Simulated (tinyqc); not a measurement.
Segment and feed resistance from two drops.

Question. A rail is fed at one end through Rq; K loads of Ij follow, each after a segment Rs. The drop at load j is K Ij Rq + Rs Ij sum_(l=1..j) (K - l + 1). Find Rs, Rq and the worst drop, at the middle, if the rail were fed through Rq at both ends: K Ij Rq/2 + Rs Ij K^2/8 with the load taken as continuous.

Inputs (values chosen for the exercise):
- K = 29 (number of equal loads)
- Ij = 0.34 mA (current of each load)

drops at the first and at the last load (mV): 3.6383400  13.163100

Answer. The difference of the two drops is Rs Ij K (K - 1)/2, which gives Rs; the first drop then gives Rq.

Rs = 0.06900 ohm
Rq = 0.3000 ohm
drop at the middle with two feeds = 3.945 mV

Computed by the program tinyqc: `OMP_NUM_THREADS=1 python tinyqc.py 2770205 2770206 out.jsonl`, one thread of a shared Intel Xeon 2.30GHz, about 0.07 s for the whole run.
